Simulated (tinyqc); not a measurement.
Linear model of a band gap against the share of exact exchange: sweeps and comparisons. A value that a table varies takes the place of the one given here.

E(alpha) = E0 + S alpha. A wider gap screens less, modelled in the Penn form eps(alpha) = 1 + (e0 - 1)(EP/(EP + S alpha))^2 with a scale EP chosen for the exercise. A dielectric-dependent hybrid takes alpha = 1/eps.

Parameters, chosen for this exercise (of the order of those of Al2O3; not measured data):
```
symbol  value  unit  meaning
E0      6.23   eV    gap of the semi-local functional
S       8.87   eV    slope dE/d(alpha)
e0      3.29         optical dielectric constant at alpha = 0
EP      27.2   eV    energy scale of the screening
Et      8.67   eV    target gap
```

## Sweep of alpha

Also the exciton scale relative to alpha = 0, (m/m(0))(eps(0)/eps)^2, with a mass proportional to E + D, D = E0/2 + 0.3 eV, a k.p rule for direct gaps only.

Results:
```
alpha  E (eV)    eps  alpha eps  exciton scale
0.00    6.230  3.290      0.000           1.00
0.05    6.673  3.217      0.161           1.09
0.10    7.117  3.148      0.315           1.19
0.15    7.561  3.081      0.462           1.30
0.20    8.004  3.018      0.604           1.41
0.25    8.447  2.958      0.739           1.52
0.35    9.335  2.845      0.996           1.77
0.50   10.665  2.693      1.346           2.18
```

What does this show, and why?

alpha eps reaches 1 between alpha = 0.35 and 0.5 (fixed point 0.352), and the target gap is met between 0.25 and 0.35. At the fixed point the gap is 9.35 eV, +0.68 eV from the target. From 0 to 0.25 the gap grows by 2.22 eV while eps falls by 10 %; the exciton scale, which takes both, grows by a factor of 1.52.

## What each parameter does

Fixed point alpha = 1/eps(alpha), gap and eps there. Each row changes one parameter from the base and keeps the others.

Results:
```
case            alpha  E (eV)    eps
base           0.3517   9.350  2.843
E0 = 5.607 eV  0.3517   8.727  2.843
S = 9.757 eV   0.3572   9.715  2.799
e0 = 2.961     0.3937   9.722  2.540
EP = 24.48 eV  0.3578   9.404  2.794
```

What does this show?

The largest shifts from the base row, up to three for each result and ties (the steps differ in size, so this ranks the rows, not the parameters). alpha: e0 +0.0419, EP +0.0061, S +0.0055; unchanged at the printed digits by E0. E (eV): E0 -0.623, e0 +0.372, S +0.366. eps: e0 -0.303, EP -0.048, S -0.044; unchanged at the printed digits by E0.

(tinyqc, `OMP_NUM_THREADS=1 python tinyqc.py 1880022 1880023 out.jsonl`, Intel(R) Xeon(R) Processor @ 2.30GHz, 1 thread, shared host, about 0.01 s.)
